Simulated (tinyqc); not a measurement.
Comparisons within one model: strained quantum well: band edges, subbands and transparency. A value that a table varies takes the place of the one given here.

Growth on (001), barriers unstrained: tr(e) = e (2 - nu2), Z = b e (1 + nu2); Ec = Ev + Eg + ac tr(e), E_HH = Ev + av tr(e) + Z, E_LH = Ev + av tr(e) - Z (coupling to the split-off band left out).

Masses along z: me, 1/(g1 - 2 g2) for HH, 1/(g1 + 2 g2) for LH, likewise in the barrier; in the plane me, 1/(g1 + g2) for HH and 1/(g1 - g2) for LH (no mixing, which understates the hole masses away from k = 0). Level n solves k L + 2 atan[(k/m)/(kappa/mb)] = n pi, k = sqrt(m E/c), kappa = sqrt(mb (V - E)/c), c = hbar^2/2m0.

Transparency (Bernard-Duraffourg): Fc - Fv equals the lowest transition energy with n = p, n = sum m/(2 pi c) kB T ln(1 + exp((Fc - E)/kB T)) and p likewise over the listed subbands; c = hbar^2/2m0, 1/angstrom^2 = 1e16/cm^2.

Constants: hbar^2/2m0 = 3.80998211 eV angstrom^2; kB = 8.617333262e-05 eV/K; hc = 1239.841984 eV nm.

Parameters, chosen for this exercise (near those of an InGaAs/InP well; shifted at random, so the results belong to these values and not to a real crystal): nu2 = 1.005 (2 C12/C11); Eg = 0.672 eV (unstrained gap of the well); Ev = -0.586 eV (its valence edge); ac = -5.96 eV; av = 1.07 eV (Ev moves by av tr(e)); b = -1.88 eV (shear potential); Egb = 1.35 eV (gap of the barrier); Evb = -0.94 eV (its valence edge); L = 64 angstrom (well width); me = 0.041 m0 (electron mass); g1 = 14.53 (gamma1); g2 = 5.8 (gamma2); meb = 0.08 m0; g1b = 5.08; g2b = 1.6; T = 350 K (temperature); es = (-0.02, -0.014, -0.008, -0.003, 0, 0.003, 0.007, 0.012) (strains); e = -0.003 (strain in the plane); Ls = (30, 40, 55, 70, 90, 120) angstrom (widths).

## Strain as a design knob

Only the strain is changed; the unstrained gap and the masses are kept.

Results:

| e (%) | wavelength (nm) | top hole | hh1 - lh1 (meV) | n_tr (1e12/cm^2) | share in top |
|---|---|---|---|---|---|
| -2.0 | 1517 | hh1 | 193 | 0.430 | 0.82 |
| -1.4 | 1545 | hh1 | 151 | 0.434 | 0.81 |
| -0.8 | 1575 | hh1 | 109 | 0.444 | 0.77 |
| -0.3 | 1602 | hh1 | 73 | 0.471 | 0.68 |
| 0.0 | 1619 | hh1 | 52 | 0.504 | 0.58 |
| 0.3 | 1636 | hh1 | 30 | 0.558 | 0.46 |
| 0.7 | 1660 | hh1 | 2 | 0.672 | 0.29 |
| 1.2 | 1773 | lh1 | -34 | 0.618 | 0.84 |

How do the results move?

n_tr is largest at e = +0.7 % (0.67), where hh1 - lh1 = 2 meV and the top subband holds 29 % of the holes, and smallest, 0.43, at -2.0 and -1.4 %. The top hole level turns from hh to lh, and the light from TE to TM, between +0.7 and +1.2 %. The wavelength runs from 1517 to 1773 nm.

## Width of the well

All levels anew.

Results:

| L (angstrom) | wavelength (nm) | top hole | hh1 - lh1 (meV) | n_tr (1e12/cm^2) | share in top | n_tr/L (1e18/cm^3) |
|---|---|---|---|---|---|---|
| 30 | 1386 | hh1 | 111 | 0.407 | 0.92 | 1.36 |
| 40 | 1474 | hh1 | 97 | 0.420 | 0.87 | 1.05 |
| 55 | 1564 | hh1 | 81 | 0.450 | 0.75 | 0.82 |
| 70 | 1623 | hh1 | 69 | 0.485 | 0.63 | 0.69 |
| 90 | 1675 | hh1 | 58 | 0.533 | 0.52 | 0.59 |
| 120 | 1721 | hh1 | 47 | 0.611 | 0.41 | 0.51 |

What can be read from the table?

The wavelength tunes by 335 nm. The sheet density at transparency changes from 0.41 to 0.61, the top hole subband holding 0.92 and 0.41 of the holes at the ends, while the volume density falls by a factor 2.7. Critical thickness and carrier escape are left out.

## What each parameter does

Edge wavelength, hh1 - lh1 and n_tr. Each row changes one parameter from the base and keeps the others.

Results:

| case | wavelength (nm) | hh1 - lh1 (meV) | n_tr (1e12/cm^2) |
|---|---|---|---|
| base | 1602.2 | 73.2 | 0.471 |
| L = 74 angstrom | 1635.5 | 66.3 | 0.495 |
| e = -0.005 | 1591.3 | 87.4 | 0.457 |
| Eg = 0.652 eV | 1640.4 | 73.2 | 0.471 |
| b = -2.16 eV | 1605.6 | 76.4 | 0.467 |
| ac = -5.36 eV | 1605.5 | 73.2 | 0.471 |
| me = 0.0451 m0 | 1606.2 | 73.2 | 0.497 |
| g1 = 15.4 | 1595.6 | 70.5 | 0.455 |
| T = 390 K | 1602.2 | 73.2 | 0.543 |

How do the results move?

The largest shifts from the base row, up to three for each result and ties (the steps differ in size, so this ranks the rows, not the parameters). wavelength (nm): Eg +38.3, L +33.3, e -10.9; unchanged at the printed digits by T. hh1 - lh1 (meV): e +14.2, L -6.9, b +3.2; unchanged at the printed digits by Eg, ac, me and T. n_tr (1e12/cm^2): T +0.072, me +0.026, L +0.024; unchanged at the printed digits by Eg and ac.

tinyqc: `OMP_NUM_THREADS=1 python tinyqc.py 1280743 1280744 out.jsonl`; about 0.03 s, one thread, shared Intel(R) Xeon(R) Processor @ 2.30GHz.
